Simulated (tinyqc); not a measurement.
# Band bending at a free surface with a continuum of surface states, surface photovoltage and Kelvin probe: several studies

n-type bulk, xi = Ec - EF = Vt ln(Nc/Nd), p0 = ni^2/Nd, ni = sqrt(Nc Nv) exp(-Eg/(2 Vt)), Eg in volts. b is the upward band bending, u = b/Vt. Space charge per area, in units of q: Qc = sign(b) sqrt((2 eps0 eps_r Vt/q) [(Nd + dn)(exp(-u) - 1) + Nd u + (p0 + dn)(exp(u) - 1)]), with dn the excess density under light (flat quasi-Fermi levels; 0 in the dark). The states hold -Ds (E0 - xi - b): negative while the Fermi level lies above the neutrality level. Neutrality: Qc + Qf + (charge of the states) = 0.

Values chosen for this exercise; band and dielectric values close to those of silicon:
- T = 300 K (temperature)
- Eg = 1.13 eV (band gap)
- eps_r = 11.8 (relative permittivity)
- Nc = 2.77e19 cm^-3 (conduction-band density of states at T)
- Nv = 2.65e19 cm^-3 (valence-band density of states at T)
- chi = 4.13 eV (electron affinity)
- Nd = 1.1e15 cm^-3 (donor density)
- Qf = 0 cm^-2 (fixed positive charge at the surface)
- pt = 4.68 eV (work function of the probe tip)
- Ds = 3.9e11 cm^-2 eV^-1 (density of surface states)
- E0 = 0.59 eV (depth of their neutrality level below the conduction edge)

Constants: q = 1.602176634e-19 C, kB = 1.380649e-23 J/K, Vt = kB T/q, eps0 = 8.8541878128e-14 F/cm where lengths are in cm. Results are converted to the units shown.

Each table varies one quantity; the others keep the values above.

## Pinning by the surface states

b solves the neutrality condition in the dark.

Pinning by the surface states:
```
Ds (cm^-2 eV^-1)	b (V)	xi + b (eV)	Qc (cm^-2)
2.4e10	0.01567	0.2776	7.496e9
6.7e10	0.04637	0.3084	1.887e10
1.8e11	0.1217	0.3837	3.713e10
5.1e11	0.2236	0.4856	5.326e10
1.4e12	0.2845	0.5465	6.092e10
3.9e12	0.3116	0.5736	6.403e10
1.1e13	0.3221	0.5841	6.519e10
2.9e13	0.3258	0.5877	6.559e10
8.1e13	0.3272	0.5892	6.575e10
```

b rises from 0.0157 to 0.327 V. The Fermi level moves towards E0 = 0.59 eV and is within 0.812 meV of it in the last row; it is half-way there at the Ds that solves Ds b = Qc(b) + Qf with b = (E0 - xi)/2, 2.71e11 cm^-2 eV^-1.

## Photovoltage against injection

Same model as above.

Under chopped light the surface charge keeps its dark value, so b falls to bL with Qc(bL, dn) = Qc(b, 0); the photovoltage is b - bL.

Photovoltage against injection:
```
dn (cm^-3)	bL (V)	photovoltage (mV)	share of b removed (%)
1e6	0.19989	5.3571e-5	2.6800e-5
1e7	0.19989	5.3570e-4	2.6800e-4
1e8	0.19989	0.0053560	0.0026795
1e9	0.19984	0.053460	0.026745
1e10	0.19937	0.52494	0.26261
1e11	0.19539	4.5006	2.2515
9.9e11	0.17756	22.334	11.173
9.8e12	0.14272	57.169	28.600
9.8e13	0.098775	101.12	50.586
9.7e14	0.054174	145.72	72.898
9.6e15	0.021612	178.28	89.188
```

The photovoltage rises from 5.36e-5 to 178 mV, towards the full b = 200 mV. Its steepest rise is 44.8 mV a decade (Vt ln 10 = 59.5 mV), and it reaches 89.2 % of b in the last row: even strong light does not flatten the bands fully, so a saturation reading understates b. For dn = 9.6e15 the injection is high, and a Dember voltage, left out here, adds to the signal.

## Kelvin-probe contrast of the doping

Same model as above.

Work function chi + xi + b; contact potential difference CPD = (work function of the sample) - pt.

Results:
```
Nd (cm^-3)	xi (eV)	b (V)	CPD (mV)
1.4e14	0.3153	0.2257	-8.986
5.5e14	0.2799	0.2155	-54.58
2.1e15	0.2453	0.1788	-126.0
8.3e15	0.2097	0.1205	-219.8
1.3e17	0.1386	0.03467	-376.7
5e17	0.1038	0.01815	-428.1
1.9e18	0.06927	0.009671	-471.1
```

Estimate the missing row, Nd = 3.3e16 cm^-3.

Computed row:
```
Nd (cm^-3)	xi (eV)	b (V)	CPD (mV)
3.3e16	0.1741	0.06695	-309.0
```

With this row back in the table: xi falls by 246 mV over the table and the CPD by 462 mV; b falls from 0.226 to 0.00967 V. Between the first two rows the CPD follows 129 % of the change of xi, and between the last two 125 %. It exceeds 100 % where b falls as the doping rises.

Computed by the program tinyqc: `OMP_NUM_THREADS=1 python tinyqc.py 2430004 2430005 out.jsonl`, one thread of a shared Intel Xeon 2.30GHz, about 0.01 s for the whole run.
